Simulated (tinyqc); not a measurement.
Inside a calculation: localisation in a chain with random site energies (transfer matrices). Values are carried at full precision from step to step, so a last printed digit may differ when a step is redone from the rounded ones.

Hopping -t; leads with site energy 0, E = -2t cos(ka). psi_(j+1) = ((e_j - E)/t) psi_j - psi_(j-1), a product of matrices M_j = [[(e_j - E)/t, -1], [1, 0]]. For M = M_N ... M_1 the transmission is T = 4 sin^2(ka)/|M21 - M12 + M22 exp(ika) - M11 exp(-ika)|^2. Long samples draw e_j = W (x_j/2147483647 - 1/2) from x_j = 16807 x_(j-1) mod 2147483647, starting at x0. The localisation length xi, in sites, is defined by ln T = -2N/xi on average; weak disorder gives xi = 24 (4t^2 - E^2)/W^2, and the mean free path for backscattering is xi/2.

Inputs chosen for the exercise:
- t = 1.02 eV (hopping)
- E = -1.21 eV (energy)
- e = (-0.1, -0.45, -0.37, -0.24, 0.51, -0.85, -0.65, 0.65) eV (site energies of the short sample)
- W = 1.84 eV (full width of the disorder)
- a = 4.6 angstrom (spacing)

## The product of transfer matrices

Multiply site by site and give T for each length.

Running product:

| j | (e_j - E)/t | M11 | M12 | M21 | M22 | T |
|---|---|---|---|---|---|---|
| 1 | 1.0882 | 1.0882 | -1.0000 | 1.0000 | 0.0000 | 0.9963 |
| 2 | 0.7451 | -0.1892 | -0.7451 | 1.0882 | -1.0000 | 0.9443 |
| 3 | 0.8235 | -1.2440 | 0.3864 | -0.1892 | -0.7451 | 0.9811 |
| 4 | 0.9510 | -0.9939 | 1.1125 | -1.2440 | 0.3864 | 0.9956 |
| 5 | 1.6863 | -0.4319 | 1.4897 | -0.9939 | 1.1125 | 0.9404 |
| 6 | 0.3529 | 0.8414 | -0.5868 | -0.4319 | 1.4897 | 0.6799 |
| 7 | 0.5490 | 0.8939 | -1.8118 | 0.8414 | -0.5868 | 0.8073 |
| 8 | 1.8235 | 0.7886 | -2.7171 | 0.8939 | -1.8118 | 0.5230 |

T is 0.5230 for the whole sample and does not fall steadily (it rises at j = 3, 4 and 7): reflected waves interfere. The determinant of M stays 1.

## The same sites added without interference

One site alone reflects R_j = e_j^2/(e_j^2 + 4t^2 - E^2); incoherent addition sums R/(1 - R), and T = 1/(1 + sum).

R_j: 0.0037  0.0698  0.0483  0.0209  0.0879  0.2113  0.1354  0.1354

sum of R/(1 - R) = 0.8284
T without interference = 0.5469

The coherent product gives 0.5230 for this sample.

## Weak-disorder lengths

Form ka, xi, xi a and the mean free path xi a/2.

ka = 0.9358 rad
xi = 19.12 sites

lengths (nm): localisation 8.796, mean free path 4.398

The formula needs xi well above one site.

## Checks

- T from the product against the Green function: both 0.52297.

Run: tinyqc, `OMP_NUM_THREADS=1 python tinyqc.py 1481579 1481580 out.jsonl`; Intel(R) Xeon(R) Processor @ 2.30GHz, one thread, shared host; about 0.04 s of CPU time with all checks.
